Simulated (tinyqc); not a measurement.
Worked calculation (part 1 of 2): ROHF in the sto-6g basis, for Li, spin multiplicity 2. Computed by tinyqc, a small Python program that keeps every step (integrals from PySCF). Settings: charge = 0, multiplicity = 2, basis = sto-6g, energy threshold = 1e-08, iteration cap = 58, orthogonalisation = symmetric, start = core, DIIS depth = 4, method = ROHF. Command: `OMP_NUM_THREADS=1 python tinyqc.py 25408 25409 out.jsonl` (the two numbers bound the seeds that draw the settings). One thread of a shared host (Intel(R) Xeon(R) Processor @ 2.60GHz), about 0.04 s of CPU time with the checks. Later iterations appear only in the table of the cycle.

## One-electron integrals

Geometry (angstrom):
```
atom         x         y         z
Li    0.000000  0.000000  0.000000
```

Basis sto-6g: exponents (1/bohr^2) and contraction coefficients of normalised primitives:
```
element  l (shell)    exponent  coefficient
Li           s (1)  167.175846     0.009164
Li           s (1)   30.651508     0.049361
Li           s (1)    8.575187     0.168538
Li           s (1)    2.945808     0.370563
Li           s (1)    1.143944     0.416492
Li           s (1)    0.471139     0.130334
Li           s (2)    6.597564    -0.013253
Li           s (2)    1.305830    -0.046992
Li           s (2)    0.405851    -0.033785
Li           s (2)    0.156146     0.250242
Li           s (2)    0.067814     0.595117
Li           s (2)    0.031084     0.240706
Li           p (3)    6.597564     0.003760
Li           p (3)    1.305830     0.037679
Li           p (3)    0.405851     0.173897
Li           p (3)    0.156146     0.418036
Li           p (3)    0.067814     0.425860
Li           p (3)    0.031084     0.101708
```

Overlap, kinetic and nuclear-attraction integrals over the contracted functions; the nuclear repulsion is the sum of Za Zb / Rab.

nuclear repulsion = 0 hartree

overlap S:
```
           1Li 1s    1Li 2s   1Li 2px   1Li 2py   1Li 2pz
1Li 1s   1.000000  0.235742  0.000000  0.000000  0.000000
1Li 2s   0.235742  1.000000  0.000000  0.000000  0.000000
1Li 2px  0.000000  0.000000  1.000000  0.000000  0.000000
1Li 2py  0.000000  0.000000  0.000000  1.000000  0.000000
1Li 2pz  0.000000  0.000000  0.000000  0.000000  1.000000
```

kinetic energy T (hartree):
```
            1Li 1s     1Li 2s   1Li 2px   1Li 2py   1Li 2pz
1Li 1s    3.616742  -0.110723  0.000000  0.000000  0.000000
1Li 2s   -0.110723   0.106524  0.000000  0.000000  0.000000
1Li 2px   0.000000   0.000000  0.320007  0.000000  0.000000
1Li 2py   0.000000   0.000000  0.000000  0.320007  0.000000
1Li 2pz   0.000000   0.000000  0.000000  0.000000  0.320007
```

nuclear attraction V (hartree):
```
            1Li 1s     1Li 2s    1Li 2px    1Li 2py    1Li 2pz
1Li 1s   -8.067144  -0.828362   0.000000   0.000000   0.000000
1Li 2s   -0.828362  -1.200045   0.000000   0.000000   0.000000
1Li 2px   0.000000   0.000000  -1.199992   0.000000   0.000000
1Li 2py   0.000000   0.000000   0.000000  -1.199992   0.000000
1Li 2pz   0.000000   0.000000   0.000000   0.000000  -1.199992
```

core Hamiltonian H = T + V (hartree):
```
            1Li 1s     1Li 2s    1Li 2px    1Li 2py    1Li 2pz
1Li 1s   -4.450402  -0.939085   0.000000   0.000000   0.000000
1Li 2s   -0.939085  -1.093522   0.000000   0.000000   0.000000
1Li 2px   0.000000   0.000000  -0.879985   0.000000   0.000000
1Li 2py   0.000000   0.000000   0.000000  -0.879985   0.000000
1Li 2pz   0.000000   0.000000   0.000000   0.000000  -0.879985
```

## Two-electron integrals

Functions are numbered as in S; the eight-fold symmetry (ij|kl) = (ji|kl) = (kl|ij) leaves the list below.

Two-electron integrals (ij|kl) in chemists' order, unique and non-zero (hartree):
```
(11|11) 1.681247   (21|11) 0.242603   (21|21) 0.044507   (22|11) 0.397190
(22|21) 0.090279   (22|22) 0.290625   (31|31) 0.009437   (32|31) 0.014261
(32|32) 0.064236   (33|11) 0.397190   (33|21) 0.090279   (33|22) 0.290625
(33|33) 0.313125   (41|41) 0.009437   (42|41) 0.014261   (42|42) 0.064236
(43|43) 0.016875   (44|11) 0.397190   (44|21) 0.090279   (44|22) 0.290625
(44|33) 0.279374   (44|44) 0.313125   (51|51) 0.009437   (52|51) 0.014261
(52|52) 0.064236   (53|53) 0.016875   (54|54) 0.016875   (55|11) 0.397190
(55|21) 0.090279   (55|22) 0.290625   (55|33) 0.279374   (55|44) 0.279374
(55|55) 0.313125
```

## Orthogonalisation

S = U s U^T; symmetric (Loewdin) form X = U s^(-1/2) U^T, so that X^T S X = 1.

eigenvalues of S: 0.764258  1.000000  1.000000  1.000000  1.235742

X:
```
            1Li 1s     1Li 2s   1Li 2px   1Li 2py   1Li 2pz
1Li 1s    1.021726  -0.122153  0.000000  0.000000  0.000000
1Li 2s   -0.122153   1.021726  0.000000  0.000000  0.000000
1Li 2px   0.000000   0.000000  1.000000  0.000000  0.000000
1Li 2py   0.000000   0.000000  0.000000  1.000000  0.000000
1Li 2pz   0.000000   0.000000  0.000000  0.000000  1.000000
```

## Starting guess

The start is the orbitals of the core Hamiltonian; D(s) = C_occ C_occ^T for each spin.

D(alpha) at the start:
```
            1Li 1s     1Li 2s   1Li 2px   1Li 2py   1Li 2pz
1Li 1s    1.058845  -0.249614  0.000000  0.000000  0.000000
1Li 2s   -0.249614   1.058845  0.000000  0.000000  0.000000
1Li 2px   0.000000   0.000000  0.000000  0.000000  0.000000
1Li 2py   0.000000   0.000000  0.000000  0.000000  0.000000
1Li 2pz   0.000000   0.000000  0.000000  0.000000  0.000000
```

D(beta) at the start:
```
            1Li 1s     1Li 2s   1Li 2px   1Li 2py   1Li 2pz
1Li 1s    1.014686  -0.033493  0.000000  0.000000  0.000000
1Li 2s   -0.033493   0.001106  0.000000  0.000000  0.000000
1Li 2px   0.000000   0.000000  0.000000  0.000000  0.000000
1Li 2py   0.000000   0.000000  0.000000  0.000000  0.000000
1Li 2pz   0.000000   0.000000  0.000000  0.000000  0.000000
```

## Iteration 1: building the Fock matrix

J_ij = sum D_kl (ij|kl) with D = D(alpha) + D(beta), K_ij = sum D_kl (ik|jl) for each spin; F = H + J - K(s); E = tr D H + tr D J / 2 - 0.5 sum_s tr D(s) K(s) + E_nn.

Coulomb J (hartree):
```
           1Li 1s    1Li 2s   1Li 2px   1Li 2py   1Li 2pz
1Li 1s   3.769753  0.573535  0.000000  0.000000  0.000000
1Li 2s   0.573535  1.080516  0.000000  0.000000  0.000000
1Li 2px  0.000000  0.000000  1.080517  0.000000  0.000000
1Li 2py  0.000000  0.000000  0.000000  1.080517  0.000000
1Li 2pz  0.000000  0.000000  0.000000  0.000000  1.080517
```

exchange K(alpha) (hartree):
```
           1Li 1s    1Li 2s   1Li 2px   1Li 2py   1Li 2pz
1Li 1s   1.706191  0.242216  0.000000  0.000000  0.000000
1Li 2s   0.242216  0.309783  0.000000  0.000000  0.000000
1Li 2px  0.000000  0.000000  0.070889  0.000000  0.000000
1Li 2py  0.000000  0.000000  0.000000  0.070889  0.000000
1Li 2pz  0.000000  0.000000  0.000000  0.000000  0.070889
```

exchange K(beta) (hartree):
```
           1Li 1s    1Li 2s   1Li 2px   1Li 2py   1Li 2pz
1Li 1s   1.689736  0.231471  0.000000  0.000000  0.000000
1Li 2s   0.231471  0.039435  0.000000  0.000000  0.000000
1Li 2px  0.000000  0.000000  0.008691  0.000000  0.000000
1Li 2py  0.000000  0.000000  0.000000  0.008691  0.000000
1Li 2pz  0.000000  0.000000  0.000000  0.000000  0.008691
```

F(alpha) (hartree):
```
            1Li 1s     1Li 2s   1Li 2px   1Li 2py   1Li 2pz
1Li 1s   -2.386841  -0.607766  0.000000  0.000000  0.000000
1Li 2s   -0.607766  -0.322789  0.000000  0.000000  0.000000
1Li 2px   0.000000   0.000000  0.129643  0.000000  0.000000
1Li 2py   0.000000   0.000000  0.000000  0.129643  0.000000
1Li 2pz   0.000000   0.000000  0.000000  0.000000  0.129643
```

F(beta) (hartree):
```
            1Li 1s     1Li 2s   1Li 2px   1Li 2py   1Li 2pz
1Li 1s   -2.370385  -0.597022  0.000000  0.000000  0.000000
1Li 2s   -0.597022  -0.052441  0.000000  0.000000  0.000000
1Li 2px   0.000000   0.000000  0.191841  0.000000  0.000000
1Li 2py   0.000000   0.000000  0.000000  0.191841  0.000000
1Li 2pz   0.000000   0.000000  0.000000  0.000000  0.191841
```

total energy of this density = -7.39316196 hartree

## Iteration 1: Roothaan effective Fock matrix

With projectors Pc = D(beta) S, Po = (D(alpha) - D(beta)) S, Pv = 1 - D(alpha) S, the block xy is Px^T F Py; with Fc = (F(alpha) + F(beta))/2, the blocks are Fc for cc, oo, vv and cv, F(beta) for co and F(alpha) for ov.

effective F (hartree):
```
            1Li 1s     1Li 2s   1Li 2px   1Li 2py   1Li 2pz
1Li 1s   -2.378662  -0.603143  0.000000  0.000000  0.000000
1Li 2s   -0.603143  -0.187920  0.000000  0.000000  0.000000
1Li 2px   0.000000   0.000000  0.160742  0.000000  0.000000
1Li 2py   0.000000   0.000000  0.000000  0.160742  0.000000
1Li 2pz   0.000000   0.000000  0.000000  0.000000  0.160742
```

## Iteration 1: diagonalisation and new density

Diagonalise F' = X^T F X, C = X C', fill 2 alpha and 1 beta electrons from the bottom; D(s) = C_occ C_occ^T. Each column has its largest component positive (the first on a tie).

F' = X^T F X (hartree):
```
           1          2         3         4         5
1  -2.335391  -0.318307  0.000000  0.000000  0.000000
2  -0.318307  -0.081113  0.000000  0.000000  0.000000
3   0.000000   0.000000  0.160742  0.000000  0.000000
4   0.000000   0.000000  0.000000  0.160742  0.000000
5   0.000000   0.000000  0.000000  0.000000  0.160742
```

orbital energies (hartree): MO1 -2.379474, MO2 -0.037030, MO3 0.160742, MO4 0.160742, MO5 0.160742

coefficients C:
```
              MO1        MO2       MO3       MO4       MO5
1Li 1s   0.995308  -0.261163  0.000000  0.000000  0.000000
1Li 2s   0.019166   1.028823  0.000000  0.000000  0.000000
1Li 2px  0.000000   0.000000  1.000000  0.000000  0.000000
1Li 2py  0.000000   0.000000  0.000000  1.000000  0.000000
1Li 2pz  0.000000   0.000000  0.000000  0.000000  1.000000
```

D(alpha) after iteration 1:
```
            1Li 1s     1Li 2s   1Li 2px   1Li 2py   1Li 2pz
1Li 1s    1.058845  -0.249614  0.000000  0.000000  0.000000
1Li 2s   -0.249614   1.058845  0.000000  0.000000  0.000000
1Li 2px   0.000000   0.000000  0.000000  0.000000  0.000000
1Li 2py   0.000000   0.000000  0.000000  0.000000  0.000000
1Li 2pz   0.000000   0.000000  0.000000  0.000000  0.000000
```

D(beta) after iteration 1:
```
           1Li 1s    1Li 2s   1Li 2px   1Li 2py   1Li 2pz
1Li 1s   0.990639  0.019076  0.000000  0.000000  0.000000
1Li 2s   0.019076  0.000367  0.000000  0.000000  0.000000
1Li 2px  0.000000  0.000000  0.000000  0.000000  0.000000
1Li 2py  0.000000  0.000000  0.000000  0.000000  0.000000
1Li 2pz  0.000000  0.000000  0.000000  0.000000  0.000000
```

Within a degenerate level the vectors are fixed only up to a rotation; this is one choice.

## Iteration 2: building the Fock matrix

As before.

Coulomb J (hartree):
```
           1Li 1s    1Li 2s   1Li 2px   1Li 2py   1Li 2pz
1Li 1s   3.754537  0.572314  0.000000  0.000000  0.000000
1Li 2s   0.572314  1.080241  0.000000  0.000000  0.000000
1Li 2px  0.000000  0.000000  1.080243  0.000000  0.000000
1Li 2py  0.000000  0.000000  0.000000  1.080243  0.000000
1Li 2pz  0.000000  0.000000  0.000000  0.000000  1.080243
```

exchange K(alpha) (hartree):
```
           1Li 1s    1Li 2s   1Li 2px   1Li 2py   1Li 2pz
1Li 1s   1.706191  0.242216  0.000000  0.000000  0.000000
1Li 2s   0.242216  0.309783  0.000000  0.000000  0.000000
1Li 2px  0.000000  0.000000  0.070889  0.000000  0.000000
1Li 2py  0.000000  0.000000  0.000000  0.070889  0.000000
1Li 2pz  0.000000  0.000000  0.000000  0.000000  0.070889
```

exchange K(beta) (hartree):
```
           1Li 1s    1Li 2s   1Li 2px   1Li 2py   1Li 2pz
1Li 1s   1.674780  0.248790  0.000000  0.000000  0.000000
1Li 2s   0.248790  0.047642  0.000000  0.000000  0.000000
1Li 2px  0.000000  0.000000  0.009916  0.000000  0.000000
1Li 2py  0.000000  0.000000  0.000000  0.009916  0.000000
1Li 2pz  0.000000  0.000000  0.000000  0.000000  0.009916
```

F(alpha) (hartree):
```
            1Li 1s     1Li 2s   1Li 2px   1Li 2py   1Li 2pz
1Li 1s   -2.402056  -0.608987  0.000000  0.000000  0.000000
1Li 2s   -0.608987  -0.323064  0.000000  0.000000  0.000000
1Li 2px   0.000000   0.000000  0.129369  0.000000  0.000000
1Li 2py   0.000000   0.000000  0.000000  0.129369  0.000000
1Li 2pz   0.000000   0.000000  0.000000  0.000000  0.129369
```

F(beta) (hartree):
```
            1Li 1s     1Li 2s   1Li 2px   1Li 2py   1Li 2pz
1Li 1s   -2.370645  -0.615562  0.000000  0.000000  0.000000
1Li 2s   -0.615562  -0.060922  0.000000  0.000000  0.000000
1Li 2px   0.000000   0.000000  0.190341  0.000000  0.000000
1Li 2py   0.000000   0.000000  0.000000  0.190341  0.000000
1Li 2pz   0.000000   0.000000  0.000000  0.000000  0.190341
```

total energy of this density = -7.39986007 hartree

## Iteration 2: Roothaan effective Fock matrix

As before.

effective F (hartree):
```
            1Li 1s     1Li 2s   1Li 2px   1Li 2py   1Li 2pz
1Li 1s   -2.386170  -0.616940  0.000000  0.000000  0.000000
1Li 2s   -0.616940  -0.194373  0.000000  0.000000  0.000000
1Li 2px   0.000000   0.000000  0.159855  0.000000  0.000000
1Li 2py   0.000000   0.000000  0.000000  0.159855  0.000000
1Li 2pz   0.000000   0.000000  0.000000  0.000000  0.159855
```

## Iteration 2: DIIS over 2 matrices

error matrix X^T (FDS - SDF) X:
```
           1         2         3         4         5
1   0.000000  0.012234  0.000000  0.000000  0.000000
2  -0.012234  0.000000  0.000000  0.000000  0.000000
3   0.000000  0.000000  0.000000  0.000000  0.000000
4   0.000000  0.000000  0.000000  0.000000  0.000000
5   0.000000  0.000000  0.000000  0.000000  0.000000
```

B (overlaps of the stored error matrices):
```
               1              2
1  2.8383694e-02  2.9148216e-03
2  2.9148216e-03  2.9933329e-04
```

Minimise |sum c_i e_i|^2 with sum c_i = 1: solve [B -1; -1 0][c; lambda] = [0; -1] with B_ij = tr e_i^T e_j, and take F = sum c_i F_i.

DIIS coefficients: -0.114446  1.114446

extrapolated F (hartree):
```
            1Li 1s     1Li 2s   1Li 2px   1Li 2py   1Li 2pz
1Li 1s   -2.387030  -0.618519  0.000000  0.000000  0.000000
1Li 2s   -0.618519  -0.195111  0.000000  0.000000  0.000000
1Li 2px   0.000000   0.000000  0.159754  0.000000  0.000000
1Li 2py   0.000000   0.000000  0.000000  0.159754  0.000000
1Li 2pz   0.000000   0.000000  0.000000  0.000000  0.159754
```

## Iteration 2: diagonalisation and new density

As before.

F' = X^T F X (hartree):
```
           1          2         3         4         5
1  -2.340396  -0.332645  0.000000  0.000000  0.000000
2  -0.332645  -0.084908  0.000000  0.000000  0.000000
3   0.000000   0.000000  0.159754  0.000000  0.000000
4   0.000000   0.000000  0.000000  0.159754  0.000000
5   0.000000   0.000000  0.000000  0.000000  0.159754
```

orbital energies (hartree): MO1 -2.388432, MO2 -0.036872, MO3 0.159754, MO4 0.159754, MO5 0.159754

coefficients C:
```
              MO1        MO2       MO3       MO4       MO5
1Li 1s   0.993777  -0.266929  0.000000  0.000000  0.000000
1Li 2s   0.025130   1.028695  0.000000  0.000000  0.000000
1Li 2px  0.000000   0.000000  1.000000  0.000000  0.000000
1Li 2py  0.000000   0.000000  0.000000  1.000000  0.000000
1Li 2pz  0.000000   0.000000  0.000000  0.000000  1.000000
```

D(alpha) after iteration 2:
```
            1Li 1s     1Li 2s   1Li 2px   1Li 2py   1Li 2pz
1Li 1s    1.058845  -0.249614  0.000000  0.000000  0.000000
1Li 2s   -0.249614   1.058845  0.000000  0.000000  0.000000
1Li 2px   0.000000   0.000000  0.000000  0.000000  0.000000
1Li 2py   0.000000   0.000000  0.000000  0.000000  0.000000
1Li 2pz   0.000000   0.000000  0.000000  0.000000  0.000000
```

D(beta) after iteration 2:
```
           1Li 1s    1Li 2s   1Li 2px   1Li 2py   1Li 2pz
1Li 1s   0.987594  0.024974  0.000000  0.000000  0.000000
1Li 2s   0.024974  0.000632  0.000000  0.000000  0.000000
1Li 2px  0.000000  0.000000  0.000000  0.000000  0.000000
1Li 2py  0.000000  0.000000  0.000000  0.000000  0.000000
1Li 2pz  0.000000  0.000000  0.000000  0.000000  0.000000
```

Within a degenerate level the vectors are fixed only up to a rotation; this is one choice.

## Iteration 3: building the Fock matrix

As before.

Coulomb J (hartree):
```
           1Li 1s    1Li 2s   1Li 2px   1Li 2py   1Li 2pz
1Li 1s   3.752384  0.572124  0.000000  0.000000  0.000000
1Li 2s   0.572124  1.080174  0.000000  0.000000  0.000000
1Li 2px  0.000000  0.000000  1.080175  0.000000  0.000000
1Li 2py  0.000000  0.000000  0.000000  1.080175  0.000000
1Li 2pz  0.000000  0.000000  0.000000  0.000000  1.080175
```

exchange K(alpha) (hartree):
```
           1Li 1s    1Li 2s   1Li 2px   1Li 2py   1Li 2pz
1Li 1s   1.706191  0.242216  0.000000  0.000000  0.000000
1Li 2s   0.242216  0.309783  0.000000  0.000000  0.000000
1Li 2px  0.000000  0.000000  0.070889  0.000000  0.000000
1Li 2py  0.000000  0.000000  0.000000  0.070889  0.000000
1Li 2pz  0.000000  0.000000  0.000000  0.000000  0.070889
```

exchange K(beta) (hartree):
```
           1Li 1s    1Li 2s   1Li 2px   1Li 2py   1Li 2pz
1Li 1s   1.672534  0.250681  0.000000  0.000000  0.000000
1Li 2s   0.250681  0.048648  0.000000  0.000000  0.000000
1Li 2px  0.000000  0.000000  0.010073  0.000000  0.000000
1Li 2py  0.000000  0.000000  0.000000  0.010073  0.000000
1Li 2pz  0.000000  0.000000  0.000000  0.000000  0.010073
```

F(alpha) (hartree):
```
            1Li 1s     1Li 2s   1Li 2px   1Li 2py   1Li 2pz
1Li 1s   -2.404209  -0.609177  0.000000  0.000000  0.000000
1Li 2s   -0.609177  -0.323131  0.000000  0.000000  0.000000
1Li 2px   0.000000   0.000000  0.129301  0.000000  0.000000
1Li 2py   0.000000   0.000000  0.000000  0.129301  0.000000
1Li 2pz   0.000000   0.000000  0.000000  0.000000  0.129301
```

F(beta) (hartree):
```
            1Li 1s     1Li 2s   1Li 2px   1Li 2py   1Li 2pz
1Li 1s   -2.370552  -0.617642  0.000000  0.000000  0.000000
1Li 2s   -0.617642  -0.061996  0.000000  0.000000  0.000000
1Li 2px   0.000000   0.000000  0.190117  0.000000  0.000000
1Li 2py   0.000000   0.000000  0.000000  0.190117  0.000000
1Li 2pz   0.000000   0.000000  0.000000  0.000000  0.190117
```

total energy of this density = -7.39993123 hartree

## Iteration 3: Roothaan effective Fock matrix

As before.

effective F (hartree):
```
            1Li 1s     1Li 2s   1Li 2px   1Li 2py   1Li 2pz
1Li 1s   -2.387118  -0.618577  0.000000  0.000000  0.000000
1Li 2s   -0.618577  -0.195263  0.000000  0.000000  0.000000
1Li 2px   0.000000   0.000000  0.159709  0.000000  0.000000
1Li 2py   0.000000   0.000000  0.000000  0.159709  0.000000
1Li 2pz   0.000000   0.000000  0.000000  0.000000  0.159709
```

## Iteration 3: DIIS over 3 matrices

error matrix X^T (FDS - SDF) X:
```
           1         2         3         4         5
1   0.000000  0.000039  0.000000  0.000000  0.000000
2  -0.000039  0.000000  0.000000  0.000000  0.000000
3   0.000000  0.000000  0.000000  0.000000  0.000000
4   0.000000  0.000000  0.000000  0.000000  0.000000
5   0.000000  0.000000  0.000000  0.000000  0.000000
```

B (overlaps of the stored error matrices):
```
               1              2              3
1  2.8383694e-02  2.9148216e-03  9.3798532e-06
2  2.9148216e-03  2.9933329e-04  9.6325017e-07
3  9.3798532e-06  9.6325017e-07  3.0997250e-09
```

As before.

DIIS coefficients: -0.050953  0.494372  0.556581

extrapolated F (hartree):
```
            1Li 1s     1Li 2s   1Li 2px   1Li 2py   1Li 2pz
1Li 1s   -2.387080  -0.618554  0.000000  0.000000  0.000000
1Li 2s   -0.618554  -0.195197  0.000000  0.000000  0.000000
1Li 2px   0.000000   0.000000  0.159729  0.000000  0.000000
1Li 2py   0.000000   0.000000  0.000000  0.159729  0.000000
1Li 2pz   0.000000   0.000000  0.000000  0.000000  0.159729
```
